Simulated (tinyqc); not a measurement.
## Area and perimeter leakage from two diodes

Question. A square diode and a finger diode leak I = JA area + JP perimeter. Find JA, JP and the side of the square at which both parts are equal.

areas (um^2): [90000, 140000]
perimeters (um): [1200, 29400]
leakage currents (pA): [4.917, 109.52200]

Answer. Two linear equations give JA and JP; for a square of side a, JA a^2 = 4 JP a at a = 4 JP/JA.

JA = 5.300e-10 A/cm^2
JP = 3.700e-11 A/cm
side for equal parts = 2792 um

Numbers from tinyqc (`OMP_NUM_THREADS=1 python tinyqc.py 2290171 2290172 out.jsonl`; about 0.01 s on one thread of a shared Intel Xeon 2.30GHz).
